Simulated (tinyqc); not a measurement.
# Reverse leakage of an n+-p junction: diffusion, generation, trap-assisted and band-to-band tunnelling: leakage components against the temperature

One-sided abrupt junction in the depletion approximation, x from the junction (0) to W on the p side, field F = F0 (1 - x/W). Flat quasi-Fermi levels, long p side. Traps generate through SRH with both lifetimes shortened by 1 + Gamma (Hurkx enhancement, form for moderate fields); band-to-band generation is local and needs a total bending above Eg.

Nc and Nv are given at 300 K and scale as (T/300 K)^1.5; all else is held fixed. ni = sqrt(Nc Nv) exp(-Eg/(2 Vt)), Eg in volts; Vbi = Vt ln(Na Nd/ni^2); W = sqrt(2 eps0 eps_r (Vbi + VR)/(q Na)); F0 = 2 (Vbi + VR)/W; FG = sqrt(24 mt m0 (kB T)^3)/(q hbar); J_diff = q ni^2 sqrt(Dn/tau)(1 - exp(-VR/Vt))/Na. u = (Vbi + VR)(1 - x/W)^2, p = Na exp(-u/Vt), n = Nd exp((u - Vbi - VR)/Vt); G0 = ni^2 (1 - exp(-VR/Vt))/(tau (n + p + 2 ni cosh(Et/Vt))); Gamma = 2 sqrt(3 pi)(F/FG) exp((F/FG)^2); trap-assisted part G0 Gamma; G_bb = Ab F^2.5 exp(-Bb/F) with F in V/cm, zero unless Vbi + VR > Eg. Currents are q times the integrals over 0 to W; J_bb under 1e-8 of J is printed as 0; rows with F0/FG above 2.2, beyond the range of this Gamma, are left out.

Values chosen for this exercise; band and dielectric values close to those of silicon:
- Eg = 1.11 eV (band gap)
- eps_r = 11.9 (relative permittivity)
- Nc = 2.85e19 cm^-3 (conduction-band density of states at the reference temperature)
- Nv = 2.64e19 cm^-3 (valence-band density of states at the reference temperature)
- Na = 3.9e16 cm^-3 (acceptor density of the lighter side)
- Nd = 1e19 cm^-3 (donor density of the heavier side)
- tau = 2e-8 s (SRH lifetime of both carriers at zero field)
- Et = 0 eV (trap level above the intrinsic level)
- mt = 0.27 m0 (tunnelling mass)
- Dn = 11 cm^2/s (electron diffusion coefficient on the lighter side)
- Ab = 2.1e14 cm^-0.5 V^-2.5 s^-1 (band-to-band prefactor)
- Bb = 1.8e7 V/cm (band-to-band field constant)
- VR = 2.8 V (reverse bias)

Constants: q = 1.602176634e-19 C, kB = 1.380649e-23 J/K, hbar = 1.054571817e-34 J s, m0 = 9.1093837015e-31 kg, Vt = kB T/q, eps0 = 8.8541878128e-14 F/cm where lengths are in cm. Results are converted to the units shown.

The same in every row: J_bb (A/cm^2) = 0.

Results:
```
T (K)	F0 (kV/cm)	F0/FG	J_diff (A/cm^2)	J_SRH (A/cm^2)	J_TAT (A/cm^2)	J (A/cm^2)	largest part
220	212	0.880	1.07e-18	2.82e-10	1.42e-9	1.70e-9	trap-assisted tunnelling
250	211	0.724	1.76e-15	1.16e-8	4.19e-8	5.35e-8	trap-assisted tunnelling
310	210	0.521	7.20e-11	2.39e-6	5.41e-6	7.80e-6	trap-assisted tunnelling
340	209	0.452	3.71e-9	1.74e-5	3.27e-5	5.01e-5	trap-assisted tunnelling
370	208	0.396	1.03e-7	9.29e-5	1.49e-4	2.42e-4	trap-assisted tunnelling
400	207	0.351	1.78e-6	3.90e-4	5.41e-4	9.33e-4	trap-assisted tunnelling
430	206	0.314	2.09e-5	0.00136	0.00164	0.00302	trap-assisted tunnelling
```

Estimate the missing row, T = 280 K.

Computed row:
```
T (K)	F0 (kV/cm)	F0/FG	J_diff (A/cm^2)	J_SRH (A/cm^2)	J_TAT (A/cm^2)	J (A/cm^2)	largest part
280	210	0.609	6.18e-13	2.19e-7	6.13e-7	8.32e-7	trap-assisted tunnelling
```

With this row back in the table: J rises from 1.70e-9 to 0.00302 A/cm^2. Trap-assisted tunnelling leads at T = 220 and in all other rows. Activation energies over the table: 1.19 eV for diffusion (Eg = 1.11 eV, raised by the T^3 of ni^2), 0.597 eV for SRH generation (Eg/2 + |Et| = 0.555 eV), 0.542 eV for the trap-assisted part, lower since Gamma grows on cooling; the total shows 0.545 eV at the cold end and 0.581 eV at the hot end.

Range of the model: The n+ side is degenerate, so Vbi from Boltzmann statistics is only a guide.

Program tinyqc, `OMP_NUM_THREADS=1 python tinyqc.py 2290086 2290087 out.jsonl`; Intel Xeon 2.30GHz, shared host, one thread, about 0.01 s.
